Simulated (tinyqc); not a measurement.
Donors with valley-orbit split 1s states: one step. Partition sums of the neutral donor. Three cases, with inputs chosen for the exercise.

Task: Give each term g exp(E/kT), W_s, and the effective degeneracy W_s exp(-E_ground/kT).

Each donor binds at most one electron, in any of its states. For a site s, W_s = sum over its states of g exp(E/kT), and the ionised share is 1/(1 + W_s exp(eta)), eta = (EF - Ec)/kT; n = Nc F_1/2(eta); neutrality n + NA = ND x (mean ionised share); holes are neglected. Nc from N = 2 (m kB T/(4 pi c))^(3/2) with c = hbar^2/2m0, in 1/angstrom^3; times 1e24 for 1/cm^3, m = md. F_j(eta) = (1/Gamma(j + 1)) integral_0^infinity x^j dx/(1 + exp(x - eta)), which tends to exp(eta) for eta << 0.

Constants: hbar^2/2m0 = 3.80998211 eV angstrom^2; kB = 8.617333262e-05 eV/K.

Case 1.

Values chosen (near those of P in Si; not measured data): md = 1.085 m0 (density-of-states mass of the conduction band); E = (44.8, 33.3, 31.5) meV (binding energies of 1s(A1), 1s(T2), 1s(E)); g = (2, 6, 4) (their degeneracies with spin); T = 200 K.

Case 2.

Values chosen (near those of As in Si; not measured data): md = 1.033 m0 (density-of-states mass of the conduction band); E = (53.5, 31.5, 31.6) meV (binding energies of 1s(A1), 1s(T2), 1s(E)); g = (2, 6, 4) (their degeneracies with spin); T = 400 K.

Case 3.

Values chosen (near those of P in Si; not measured data): md = 1.081 m0 (density-of-states mass of the conduction band); E = (46.5, 34.8, 34) meV (binding energies of 1s(A1), 1s(T2), 1s(E)); g = (2, 6, 4) (their degeneracies with spin); T = 350 K.

Give: Nc; terms; W_s; effective degeneracy.

Result:

Case 1.

Nc = 1.5438e+19 1/cm^3

terms: 1s(A1) 26.91, 1s(T2) 41.43, 1s(E) 24.88

W_s: donor 93.216

effective degeneracy: donor 6.928

The ground state alone would give 2 and all states together 12; here the excited states hold 71 % of the bound electrons.

Case 2.

Nc = 4.0563e+19 1/cm^3

terms: 1s(A1) 9.443, 1s(T2) 14.96, 1s(E) 10.00

W_s: donor 34.411

effective degeneracy: donor 7.288

The ground state alone would give 2 and all states together 12; here the excited states hold 73 % of the bound electrons.

Case 3.

Nc = 3.5541e+19 1/cm^3

terms: 1s(A1) 9.345, 1s(T2) 19.02, 1s(E) 12.35

W_s: donor 40.716

effective degeneracy: donor 8.714

The ground state alone would give 2 and all states together 12; here the excited states hold 77 % of the bound electrons.

Computed by tinyqc, one run a case: `OMP_NUM_THREADS=1 python tinyqc.py N N+1 out.jsonl` with N = 1651620, 1651657, 1651763; one thread of a shared Intel(R) Xeon(R) Processor @ 2.30GHz, about 0.01 s a run at most.
